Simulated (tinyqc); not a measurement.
Threshold-voltage variability of a planar MOSFET, analytic estimates: one step of the calculation.

Three independent sources add in quadrature: random dopants in the depleted layer, metal-gate grains of two orientations, and roughness of the two gate edges acting through the roll-off VT = VT(long) - Vr exp(-L/l). These are first-order estimates: no three-dimensional electrostatics, no percolation.

Problem. Margin in standard deviations for the wanted yield. Cells fail independently with probability Q(k) = erfc(k/sqrt(2))/2 when the margin is k standard deviations, and Y = exp(-Nb Q(k)). phi = exp(-k^2/2)/sqrt(2 pi). Newton steps on ln Q(k) = ln(-ln(Y)/Nb): k(new) = k + [ln Q - ln(-ln(Y)/Nb)] Q/phi.

Values chosen for this exercise:

| symbol | value | unit | meaning |
|---|---|---|---|
| Nb | 1048576 |  | number of cells |
| Y | 0.996 |  | wanted yield |

k at the start = 3

Wanted: Q(k); phi; k after iteration 1.

Solution.

Q(k) = 0.0013499
phi = 0.0044318
k after iteration 1 = 6.8910

Numbers from tinyqc (`OMP_NUM_THREADS=1 python tinyqc.py 2090054 2090055 out.jsonl`; about 0.01 s on one thread of a shared Intel Xeon 2.30GHz).
